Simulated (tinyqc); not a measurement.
Orbital energy against energy difference: ionisation energy by orbital energies and by energy differences in the cc-pvdz basis, for H4, spin multiplicity 1. Computed by the program tinyqc with PySCF. 

Geometry (angstrom):
```
atom,x,y,z
H,0.0000,0.0000,0.0000
H,0.0000,0.0000,0.7940
H,0.0000,0.0000,1.6430
H,0.0000,0.0000,2.4360
```

CCSD(T) difference in the same basis = 12.4336 eV

IP-EOM-CCSD = 12.4625 eV

The cation is unrestricted; errors are against CCSD(T) in this basis, not against experiment.

First vertical ionisation energy (eV):
```
method,-e(HOMO),E(cation) - E,error of -e(HOMO),error of the difference
HF,12.4557,11.565642,0.0221,-0.8679
LDA,7.6161,12.224215,-4.8175,-0.2093
PBE,7.7150,12.285586,-4.7186,-0.1480
B3LYP,8.9077,12.478391,-3.5259,0.0448
PBE0,9.0605,12.341382,-3.3731,-0.0922
CAM-B3LYP,10.4832,12.418774,-1.9504,-0.0148
LC-wPBE,11.8413,12.419351,-0.5922,-0.0142
```

Koopmans errs by +0.02 eV and Delta-HF by -0.87 eV: relaxation, 0.89 eV, lowers the value and the missing correlation difference works against it. The PBE level is off by -4.7 eV through the wrong tail of its potential, though its energy difference is off by -0.15 eV; exact exchange deepens the level, and among the orbital energies HF comes closest; among the differences LC-wPBE does.
